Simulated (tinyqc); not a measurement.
# On-chip interconnect, size-dependent resistivity and RC delay: what changes with what

A rectangular line between two neighbours and two ground planes. Surface and grain-boundary scattering are added to the bulk resistivity as corrections; capacitances are parallel-plate values without fringing; inductance is ignored.

Values chosen for this exercise; metal values close to those of tungsten: bulk resistivity rho0 = 5.2 uohm cm; bulk mean free path lam = 15.4 nm; specular share of surface scattering ps = 0; reflection coefficient of grain boundaries Rg = 0.36; grain size over the metal width gr = 1; drawn line width wd = 77 nm; aspect ratio, height over width AR = 1.8; liner on both walls and the bottom, not conducting tl = 1.1 nm; space to the neighbouring lines sp = 120 nm; dielectric height to the planes above and below hd = 86 nm; relative permittivity of the dielectric ek = 3.9; Miller factor of the neighbours Mf = 0; line length Lw = 37 um; driver resistance Rd = 3000 ohm; load capacitance Cl = 0.93 fF; bulk resistivity of the second metal (close to molybdenum) rho2 = 5.21 uohm cm; mean free path of the second metal lam2 = 11.1 nm; liner of the second metal tl2 = 0.4 nm.

Constants: eps0 = 8.8541878128e-12 F/m. Results are converted to the units shown.

Each table varies one quantity; the others keep the values above.

## Delay against the space to the neighbouring lines

Metal width x = wd - 2 tl, height y = AR wd - tl; grain boundaries (Mayadas-Shatzkes): al = (lam/(gr x)) Rg/(1 - Rg), g = 1/[1 - 3 al/2 + 3 al^2 - 3 al^3 ln(1 + 1/al)] - 1; surfaces (Fuchs-Sondheimer, thick limit): s = (3/8) lam (1 - ps)(1/x + 1/y); rho = rho0 (1 + g + s); r = rho/(x y); c = eps0 ek (2 wd/hd + 2 Mf AR wd/sp). Elmore delay tE = Rd (c Lw + Cl) + r Lw (c Lw/2 + Cl); t50 is the time at which the far end of a ladder of 30 pi sections (half capacitances at both ends, Cl at the far end, a step applied through Rd) reaches half the step; line share r Lw/(Rd + r Lw); estimate 0.69 Rd (c Lw + Cl) + 0.38 r c Lw^2 + 0.69 r Lw Cl.

Delay against the space to the neighbouring lines:
```
sp (nm)  rho (uohm cm)  r (ohm/um)  c (fF/um)  tE (ps)  t50 (ps)  estimate (ps)  line share of the resistance (%)
38               6.695       6.509    0.06184    10.15     7.082          7.025                             7.432
53               6.695       6.509    0.06184    10.15     7.082          7.025                             7.432
74               6.695       6.509    0.06184    10.15     7.082          7.025                             7.432
100              6.695       6.509    0.06184    10.15     7.082          7.025                             7.432
140              6.695       6.509    0.06184    10.15     7.082          7.025                             7.432
200              6.695       6.509    0.06184    10.15     7.082          7.025                             7.432
280              6.695       6.509    0.06184    10.15     7.082          7.025                             7.432
380              6.695       6.509    0.06184    10.15     7.082          7.025                             7.432
```

What does the comparison show?

As sp goes from 38 to 380, r stays at 6.51 ohm/um, c stays at 0.0618 fF/um and t50 stays at 7.08 ps. t50/tE stays at 0.698, and the estimate is within 0.80 % of t50.

## Two metals against line width

Metal width x = wd - 2 tl, height y = AR wd - tl; grain boundaries (Mayadas-Shatzkes): al = (lam/(gr x)) Rg/(1 - Rg), g = 1/[1 - 3 al/2 + 3 al^2 - 3 al^3 ln(1 + 1/al)] - 1; surfaces (Fuchs-Sondheimer, thick limit): s = (3/8) lam (1 - ps)(1/x + 1/y); rho = rho0 (1 + g + s); r = rho/(x y). The second metal has rho2, lam2 and tl2 in place of rho0, lam and tl; ps, Rg, gr and AR are shared.

Result of one run:
```
wd (nm)  rho, first (uohm cm)  rho, second (uohm cm)  r, first (ohm/um)  r, second (ohm/um)  ratio second/first
30                     9.1468                 7.9533             62.197              50.816             0.81701
```

What becomes of these results when the drawn line width wd is changed from 30 to 13 nm, all else the same?

Result of the changed run:
```
wd (nm)  rho, first (uohm cm)  rho, second (uohm cm)  r, first (ohm/um)  r, second (ohm/um)  ratio second/first
13                     15.103                 11.664             627.09              415.70             0.66290
```

The whole series:
```
wd (nm)  rho, first (uohm cm)  rho, second (uohm cm)  r, first (ohm/um)  r, second (ohm/um)  ratio second/first
5                      41.473                 23.481              18749              6500.8             0.34673
6.5                    29.260                 18.781             6419.6              2915.9             0.45422
8                      23.249                 16.016             3013.9              1588.9             0.52719
10                     18.766                 13.716             1423.6              847.06             0.59502
13                     15.103                 11.664             627.09              415.70             0.66290
17                     12.495                 10.100             286.18              206.44             0.72137
22                     10.696                 8.9665             140.31              107.89             0.76899
30                     9.1468                 7.9533             62.197              50.816             0.81701
45                     7.7873                 7.0345             22.772              19.746             0.86712
70                     6.8467                 6.3825             8.0852              7.3433             0.90824
120                    6.1550                 5.8945             2.4314              2.2936             0.94336
```

The resistivity of the first metal falls from 41.5 to 6.16 uohm cm and that of the second goes from 23.5 to 5.89 uohm cm as the line widens. The products rho0 lam, which set the size effect, are 80.1 and 57.8 uohm cm nm. The second metal has the lower resistance in every row. For widths well under the mean free path the thick-limit surface term is only a guide.

tinyqc, about 0.01 s, one thread, Intel Xeon 2.30GHz (shared host): `OMP_NUM_THREADS=1 python tinyqc.py 2100135 2100136 out.jsonl`
